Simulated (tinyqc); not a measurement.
FinFET, parasitic resistance, capacitance and delay: one step of the calculation.

Nf fins under one contact; each has gated perimeter p = 2 Hf + Wf and cross-section A = Hf Wf; contact width Wc = Nf pf, stack height Hs = Hf. Contact length Lc = CPP - Lg - 2 Lsp, shared by two neighbouring gates. Source and drain sides are equal. The formulas are first-order estimates, not field solutions.

Task. Fin currents at Vgs = Vdd, Vds = Vdd/2. One fin: I = p Q vx u/(1 + |u|^1.8)^(1/1.8), Q = Cinv n Vt ln(1 + exp((Vg' - VT + dl Vd')/(n Vt))), u = Vd' mu/(vx Lg), Vg' = Vgs - v, Vd' = Vds - 2 v, with the drop on each side v = Rc (sum of I) + Rx I. I(new) = I(out).

Parameters, values chosen for the exercise; values close to those of silicon logic devices: temperature T = 300 K; fin height Hf = 60 nm; fin width Wf = 7 nm; gate length Lg = 16 nm; inversion capacitance Cinv = 3.6 uF/cm^2; injection velocity vx = 9.7e6 cm/s; apparent mobility mu = 180 cm^2/(V s); threshold at zero drain voltage VT = 0.25 V; barrier lowering dl = 0.035 V/V; subthreshold factor n = 1.21; supply voltage Vdd = 0.6 V.

Constants: q = 1.602176634e-19 C, kB = 1.380649e-23 J/K, Vt = kB T/q. Results are converted to the units shown.

I at the start (uA): fin 1 0, fin 2 0, fin 3 0
Rc = 65.707581 ohm
Rx = 58.333333 ohm

Wanted: drop v; I(out); I after iteration 1.

Result.

drop v (mV): fin 1 0, fin 2 0, fin 3 0
I(out) (uA): fin 1 151.2, fin 2 151.2, fin 3 151.2
I after iteration 1 (uA): fin 1 151.2, fin 2 151.2, fin 3 151.2

Computed by the program tinyqc: `OMP_NUM_THREADS=1 python tinyqc.py 2170120 2170121 out.jsonl`, one thread of a shared Intel Xeon 2.30GHz, about 0.04 s for the whole run.
